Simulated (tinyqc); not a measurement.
What each value does: bond unit of a tetrahedral oxide and its oxygen vacancy in tight binding.

Two sp3 hybrids h1, h2 at eh = (es + 3 ep)/4 point at one oxygen with orbitals s, px, py, pz; x joins the two cations, z bisects the angle phi, and th = (180 - phi)/2. With u = hbar^2/(m d^2) = 2c/d^2, c = hbar^2/2m0: Vhs = -(1.32 + sqrt3 x 1.42) u/2 and Vhp = (1.42 + sqrt3 x 2.22) u/2. <h|s> = Vhs for both; <h1|px> = Vhp cos(th), <h2|px> = -Vhp cos(th); <h|pz> = Vhp sin(th) for both; py is a lone pair. The unit holds 8 electrons. Coupling between units, which widens the levels into bands, is left out.

Constants: hbar^2/2m0 = 3.80998211 eV angstrom^2.

Values chosen for the exercise (near tabulated values for SiO2; the results hold for these values, not for the real material): es = -14.84 eV (s level of the cation); ep = -7.51 eV (p level of the cation); eos = -33.73 eV (s level of oxygen); eop = -16.75 eV (p level of oxygen); d = 1.61 angstrom (cation-oxygen distance); phi = 135 degrees (bond angle at oxygen); R = 2.45 angstrom (cation-cation distance across the vacancy).

Spacing from the highest filled to the lowest empty level, excess electrons on oxygen (their number less 6), and the vacancy bond level eh - V2 - eop, V2 = 3.22 x 2c/R^2.

Results for these values:
```
case  spacing (eV)  excess on O  vacancy level (eV)
base       11.1705       0.9853              3.3198
```

What happens to each result for R = 2.6 angstrom, all else kept?

Answer: spacing does not change at the printed digits; excess on O does not change at the printed digits; vacancy level rises from 3.3198 to 3.7779.

The same for each parameter in turn:
```
case               spacing (eV)  excess on O  vacancy level (eV)
base                    11.1705       0.9853              3.3198
es = -14.34 eV          11.2732       0.9947              3.4448
ep = -7.01 eV           11.4794       1.0130              3.6948
eos = -31.73 eV         11.3069       0.9746              3.3198
eop = -16.25 eV         10.7302       0.9494              2.8198
d = 1.65 angstrom       10.8778       1.0168              3.3198
phi = 127 degrees       11.6184       0.9510              3.3198
R = 2.6 angstrom        11.1705       0.9853              3.7779
```

tinyqc: `OMP_NUM_THREADS=1 python tinyqc.py 1452715 1452716 out.jsonl`; about 0.01 s, one thread, shared Intel(R) Xeon(R) Processor @ 2.30GHz.
